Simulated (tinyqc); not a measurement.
Worked calculation: quasiparticle equation with a plasmon-pole self-energy for two band edges. Values are carried at full precision from step to step, so a last printed digit may differ when a step is redone from the rounded ones.

For each edge E = e + X + Sc(E), with the correlation part Sc(E) = A[0]/(E - a + w) + A[1]/(E - b - w); a and b are the valence and conduction energies that enter the Green function (a = ev, b = ec in the one-shot scheme). Z = 1/(1 - dSc/dE), dSc/dE = -A[0]/(E - a + w)^2 - A[1]/(E - b - w)^2.

Parameters, chosen for this exercise (scales of the order of those of diamond; shifted at random, so the results belong to these values and not to a real crystal):
```
symbol  value          unit  meaning
ev      0              eV    mean-field valence top
ec      4.27           eV    mean-field conduction edge
w       28.7           eV    pole energy
Av      (103.5, 56.5)  eV^2  weights of the valence state on the hole and electron poles
Ac      (48.6, 97.3)   eV^2  the same for the conduction state
Xv      -2.5           eV    exchange minus the mean-field potential, valence
Xc      2.72           eV    the same, conduction
```

## Linearised one-shot correction

Evaluate Sc and its slope at the mean-field energy; E = e + Z (X + Sc).

Terms:
```
edge        Sc (eV)   dSc/dE       Z  X + Sc (eV)   E (eV)
valence      1.8926  -0.1776  0.8492      -0.6074  -0.5158
conduction  -1.9162  -0.1628  0.8600       0.8038   4.9613
```

gap = 5.4770 eV
gap with Z = 1 = 5.6812 eV

The gap opens by 1.207 eV, 43 % of it by lowering the valence top. Setting Z = 1 would overshoot by 0.204 eV. X and Sc have opposite signs and are each larger than the sum they leave, so both must be converged well.

## Solving the equation for the conduction edge

Newton steps on f(E) = E - ec - Xc - Sc(E) from E = ec; the first step is the linearised result.

Iterates:
```
step   E (eV)   Sc (eV)     f (eV)
0     4.27000  -1.91618  -0.803823
1     4.96126  -2.03012   0.001381
2     4.96008  -2.02992   0.000000
3     4.96008  -2.02992   0.000000
```

The linearisation errs by +1.2 meV, as the shift is only 0.024 of the pole energy.

## All solutions for the valence state

Multiplying out gives a cubic; give its three roots and their weights Z.

roots (eV): [-32.280, -0.515, 34.565]

weights: [0.1100, 0.8470, 0.0430]

The weights add up to 1. The satellite below lies 31.76 eV from the main peak, 11 % more than w: this scheme places plasmon satellites too far out, and gives one where a cumulant form gives a series.

## Updating the energies in the Green function

Solve both equations exactly, put the results in place of a and b, and repeat five times; w is kept.

Cycles (eV):
```
cycle       Ev      Ec     gap
1      -0.5151  4.9601  5.4752
2      -0.5423  5.0133  5.5556
3      -0.5430  5.0178  5.5608
4      -0.5429  5.0182  5.5611
5      -0.5428  5.0183  5.5611
```

The update moves the gap by +86 meV from the one-shot value; each cycle shrinks the change to about 0.06 of the one before.

## Checks

- Sum of the weights of the three roots: both 1.000000.
- Newton result against the root by bisection (eV): both 4.96008.

Computed by tinyqc, a small Python program: `OMP_NUM_THREADS=1 python tinyqc.py 1880219 1880220 out.jsonl` (the numbers bound the seed that draws the inputs); one thread of a shared host (Intel(R) Xeon(R) Processor @ 2.30GHz), about 0.02 s for the whole set of steps.
